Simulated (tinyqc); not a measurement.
Hole subbands of a hard-walled well, four-band Luttinger model: sweeps and comparisons. A value that a table varies takes the place of the one given here.

Hole energies are counted downwards from the unstrained band edge, c = hbar^2/2m0. After the usual block transformation one block is H = [[P + Q - Zs, R - i S], [R + i S, P - Q + Zs]] in (heavy, light), with P +/- Q = c [(g1 +/- g2) k^2 + (g1 -/+ 2 g2) kz^2], R = sqrt(3) c gR k^2, S = 2 sqrt(3) c g3 k kz, kz = -i d/dz; axial approximation gR = (g2 + g3)/2. Zs = b (e_par - e_perp) is the shear part of the strain (the hydrostatic part shifts all levels alike and is left out). Basis sqrt(2/L) sin(n pi z/L), n = 1 to N, for each component: kz^2 gives (n pi/L)^2 and the heavy-light block is R delta_nm - 2 sqrt(3) c g3 k D_nm with D_nm = 4 n m/(L (n^2 - m^2)) for n + m odd, 0 otherwise. The other block has the same levels. The split-off band is left out.

Constants: hbar^2/2m0 = 3.80998211 eV angstrom^2.

Parameters, chosen for this exercise (near those of Ge; the results hold for these values, not for the real material):
```
symbol  value                                                   unit        meaning
g1      13.38                                                               Luttinger gamma1
g2      4.25                                                                gamma2
g3      5.68                                                                gamma3
L       90                                                      angstrom    well width along [001]
k       0.0469                                                  1/angstrom  wave vector in the plane
Zlist   (-0.0836, -0.0555, -0.0267, -0.009, 0, 0.0324, 0.0649)  eV          shear strain energies (negative: tension in the plane, for b < 0)
```

## Which coupling does what

shear strain energy Zs = -0.019780 eV
N = 20, at the given k. Diagonal: R = S = 0. Along [100] and [110] gR is g2 and g3 instead of their mean.

Hole energies (meV):
```
model         E1      E2      E3      E4
diagonal  158.31  190.18  258.15  371.42
R alone   100.44  235.34  248.06  362.88
S alone    78.79  126.76  229.42  246.97
axial      52.39  118.28  220.32  270.39
[100]      58.71  120.82  222.10  265.26
[110]      45.55  115.25  218.42  275.77
```

What can be read from the table?

The couplings move E1 by -105.91 meV: R alone by -57.87, S alone by -79.52, so S matters more at k L/pi = 1.34 (R grows as k^2 and joins equal n, S as k and joins n of opposite parity). Warping spreads E1 by 13.16 meV between [100] and [110], the hole being heavier along [110]; the axial value lies between them.

## Strain

N = 20. dE is the rise of the top subband from k = 0 to k1 = pi/(4L), m1 = c k1^2/dE (dash if dE is not positive), and the heavy weight is taken at k = pi/L.

Top subband:
```
Zs (eV)  HH1 (meV)  LH1 (meV)  dE (meV)  heavy weight  m1 (m0)
-0.0836      106.3       18.0     0.054         0.161    5.364
-0.0555       78.2       46.1    -1.290         0.246        -
-0.0267       49.4       74.9     3.585         0.389    0.081
-0.0090       31.7       92.6     3.907         0.509    0.074
0.0000        22.7      101.6     3.985         0.577    0.073
0.0324        -9.7      134.0     4.173         0.793    0.070
0.0649       -42.2      166.5     4.298         0.899    0.068
```

What does this show?

HH1 and LH1 cross at Zs = -2 c g2 (pi/L)^2 = -0.0395 eV; for more negative Zs the light hole is on top. Among the rows with HH1 on top, m1 goes from 0.081 to 0.068 m0 as the splitting widens from 26 to 209 meV, against the unmixed 1/(g1 + g2) = 0.057: compression lightens the holes here. A dash marks a top subband whose hole energy at k1 lies below that at k = 0: an electron-like (negative) mass. m1 describes the neighbourhood of k = 0 only; where HH1 and LH1 lie close, the band may peak further out.

Program tinyqc; command `OMP_NUM_THREADS=1 python tinyqc.py 1252536 1252537 out.jsonl`; about 0.1 s on one thread of a shared Intel(R) Xeon(R) Processor @ 2.30GHz.
